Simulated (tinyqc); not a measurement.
Carrier lifetime of an n-type layer with SRH, radiative, Auger and surface recombination: one step of the calculation.

Uniform excess density dn = dp (no trapping), n = n0 + dn, p = p0 + dn, Boltzmann statistics, full ionisation. Surfaces enter as a rate 2 S dn/d, which holds while diffusion to them is fast.

Question. New dn. With e = n p - ni^2 = dn (n0 + p0 + dn): U_SRH = e/(tp0 (n + n1) + tn0 (p + p1)), U_rad = B e, U_Aug = (Cn n + Cp p) e, U_s = 2 S dn/d. Newton step on ln U(ln dn) = ln G, U the sum: k = d ln U/d ln dn (central difference over factors 1.0001), dn(new) = dn (G/U)^(1/k).

Values chosen for this exercise; band and dielectric values close to those of gallium arsenide:
```
symbol     value        unit                                      meaning
B       7.05e-10      cm^3/s                        radiative coefficient
Cn       2.5e-30      cm^6/s            Auger coefficient (two electrons)
Cp       1.3e-30      cm^6/s                Auger coefficient (two holes)
S              0        cm/s  surface recombination velocity (both faces)
d              7          um                             sample thickness
G         1.3e21  cm^-3 s^-1                              generation rate
```

dn at the start = 1e16 cm^-3
n0 = 2.1e15 cm^-3
p0 = 0.0018495336 cm^-3
n1 = 5.4917941e7 cm^-3
p1 = 70724.075 cm^-3
tn0 = 1.0351967e-4 s
tp0 = 4.4365572e-4 s

Wanted: U_SRH; U_rad; U_Aug; U_s; k; dn after iteration 1.

Answer.

U_SRH = 1.8896e19 cm^-3 s^-1
U_rad = 8.5305e22 cm^-3 s^-1
U_Aug = 5.2332e18 cm^-3 s^-1
U_s = 0 cm^-3 s^-1
k = 1.8263
dn after iteration 1 = 1.0116e15 cm^-3

Numbers from tinyqc (`OMP_NUM_THREADS=1 python tinyqc.py 2300024 2300025 out.jsonl`; about 0.01 s on one thread of a shared Intel Xeon 2.30GHz).
